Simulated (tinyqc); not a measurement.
Thickness and doping from the maximum and minimum capacitance.

Inverse problem. A MOS capacitor has Cmax = Cox = eps0 eox/tox and 1/Cmin = 1/Cox + Wm/(eps0 eps_r), with Wm = sqrt(4 eps0 eps_r Vt ln(N/ni)/(q N)) and N well above ni. Find tox, Wm and N.

Values chosen for this exercise; band and dielectric values close to those of silicon:
```
symbol  value  unit                                                               meaning
T         250     K                                                           temperature
eps_r    11.7                                                       relative permittivity
eox      21.7        relative permittivity of the gate insulator (close to hafnium oxide)
```

Constants: q = 1.602176634e-19 C, kB = 1.380649e-23 J/K, Vt = kB T/q, eps0 = 8.8541878128e-14 F/cm where lengths are in cm. Results are converted to the units shown.

Cmax = 0.24632805 uF/cm^2
Cmin = 0.14455094 uF/cm^2
ni = 8.4101957e7 cm^-3

Answer. Cmax gives tox and the series difference Wm. N follows by iterating N = 4 eps0 eps_r Vt ln(N/ni)/(q Wm^2); ln(N/ni)/N falls steadily for N > e ni, so there is one root in that range.

tox = 78.00 nm
Wm = 29.61 nm
N = 1.500e18 cm^-3

Program tinyqc, `OMP_NUM_THREADS=1 python tinyqc.py 2060102 2060103 out.jsonl`; Intel Xeon 2.30GHz, shared host, one thread, about 0.01 s.
